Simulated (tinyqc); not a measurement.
Changing the trap level E_t - E_i: trap-assisted generation and recombination current of an abrupt junction. Computed by tinyqc, a small Python program. Command: `OMP_NUM_THREADS=1 python tinyqc.py 3003674 3003675 out.jsonl junctionleak sweep`. One thread of a shared host (Intel(R) Xeon(R) Processor @ 2.30GHz), about 0.02 s of CPU time with the checks.

Depletion approximation, flat quasi-Fermi levels across the depleted layer, long neutral regions with minority lifetimes tau_n and tau_p, full ionisation and Boltzmann statistics. Voltages in exponents stand for e V.

Inputs (values chosen for the exercise, with bands and screening modelled on silicon): gap E_g = 1.1 eV; electron mass m_e = 0.334 m_0; valleys M_c = 6; hole mass m_h = 0.819 m_0; dielectric constant eps = 12.2; acceptor density N_A = 2.6e+17 cm^-3; donor density N_D = 1.3e+17 cm^-3; capture time tau_n = 7.8e-09 s; capture time tau_p = 2.2e-06 s; electron diffusion coefficient D_n = 42 cm^2/s; hole diffusion coefficient D_p = 6.6 cm^2/s; forward bias V = 0.56 V; reverse bias V_r = 3.6 V; temperature T = 300 K.

Field enhancement: none.

Constants: k_B = 8.617333262e-05 eV/K; m_0 = 9.1093837015e-31 kg; k_B = 1.380649e-23 J/K; h = 6.62607015e-34 J s; e = 1.602176634e-19 C; eps_0 = 8.8541878128e-12 F/m.

Method:
- N_c = 2 M_c (2 pi m_e k_B T/h^2)^(3/2) and N_v = 2 (2 pi m_h k_B T/h^2)^(3/2), masses in units of m_0.
- n_i = sqrt(N_c N_v) exp(-E_g/2 k_B T); V_bi = (k_B T/e) ln(N_A N_D/n_i^2); diffusion saturation current J_d0 = e n_i^2 [sqrt(D_n/tau_n)/N_A + sqrt(D_p/tau_p)/N_D].
- W = sqrt(2 eps eps_0 (V_bi - V)(1/N_A + 1/N_D)/e), x_p = W N_D/(N_A + N_D), x_n = W - x_p, peak field F_m = 2 (V_bi - V)/W; reverse bias means V = -V_r.
- Potential from the p edge: phi = (V_bi - V) x^2/(x_p W) on the p side and (V_bi - V)[1 - (W - x)^2/(x_n W)] on the n side; p = N_A exp(-phi/k_B T), n = n_i^2 exp(V/k_B T)/p; U = (n p - n_i^2)/[tau_p (n + n_i exp(dE/k_B T)) + tau_n (p + n_i exp(-dE/k_B T))], dE = E_t - E_i, n1 = n_i exp(dE/k_B T), p1 = n_i exp(-dE/k_B T); J_t = e int U dx by the trapezoid rule on 400 intervals on each side.
- Generation lifetime tau_g = tau_p exp(dE/k_B T) + tau_n exp(-dE/k_B T); textbook estimate e n_i W/tau_g; generation current J_g = -J_t; total = J_g + J_d0 (1 - exp(-V_r/k_B T)).
- Total J = J_t + J_d0 (exp(V/k_B T) - 1); ideality n = (e/k_B T) dV/d ln J, central difference of 1 mV.

One run for each value; columns: (1) trap level E_t - E_i (eV); (2) generation current (A/cm^2); (3) recombination current in the layer (A/cm^2); (4) ideality factor; (5) tau_g (s):
```
(1)            (2)         (3)     (4)         (5)
-0.300  4.6528e-11  4.6931e-04  1.0086  8.5482e-04
-0.150  1.3232e-08  4.8699e-04  1.0093  2.5888e-06
-0.075  1.2347e-07  4.8705e-04  1.0093  2.6283e-07
0.000   1.5456e-08  4.8700e-04  1.0093  2.2078e-06
0.075   9.1540e-10  4.8618e-04  1.0092  4.0029e-05
0.150   5.4361e-11  4.7183e-04  1.0087  7.2830e-04
0.230   2.7161e-12  2.9993e-04  1.0035  1.6079e-02
0.300   2.0003e-13  6.5478e-05  1.0003  2.4110e-01
```

Give the missing row, trap level E_t - E_i (eV) = -0.220.

Computed row; columns: (1) trap level E_t - E_i (eV); (2) generation current (A/cm^2); (3) recombination current in the layer (A/cm^2); (4) ideality factor; (5) tau_g (s):
```
(1)            (2)         (3)     (4)         (5)
-0.220  9.4554e-10  4.8621e-04  1.0092  3.8720e-05
```

Interpolating between the two neighbouring rows (linearly) misses most in tau_g (s), by a factor of 10. Over the rows, generation current (A/cm^2) goes from 4.65e-11 through a maximum among these rows, 1.23e-7 at -0.0750, to 2.00e-13; recombination current in the layer (A/cm^2) goes from 4.69e-4 through a maximum among these rows, 4.87e-4 at -0.0750, to 6.55e-5; ideality factor goes from 1.01 through a maximum among these rows, 1.01 at -0.0750, to 1.00. Generation is largest where the two terms of tau_g are equal, at dE = (k_B T/2) ln(tau_n/tau_p) = -0.073 eV, apart from edge effects.

Caution (all rows): at such a field avalanche multiplication or band-to-band tunnelling, left out here, may dominate the reverse current.

Extremes, crossings and ranges named in words are read from the listed rows.
